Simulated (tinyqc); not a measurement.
Lifetime from the low-frequency admittance.

Problem. At low frequency a p+-n diode with a base of width wb has C_diff/G = (tau/2)(1 - 2 x/sinh 2x), x = wb/sqrt(Dp tau). Find tau, x and the limit of C_diff/G for infinite lifetime, wb^2/(3 Dp).

Values chosen for this exercise:
- Dp = 8.2 cm^2/s (hole diffusion coefficient)
- wb = 93 um (width of the neutral base)

G = 0.0064261021 S/cm^2
C_diff = 0.0058284843 uF/cm^2

Solution. The ratio rises steadily with tau from tau/2 (long base) towards wb^2/(3 Dp) (short base), so one lifetime matches as long as the ratio is below that limit.

tau = 2.00e-6 s
x = 2.30
limit of C_diff/G = 3.52e-6 s

tinyqc, about 0.01 s, one thread, Intel Xeon 2.30GHz (shared host): `OMP_NUM_THREADS=1 python tinyqc.py 2890134 2890135 out.jsonl`
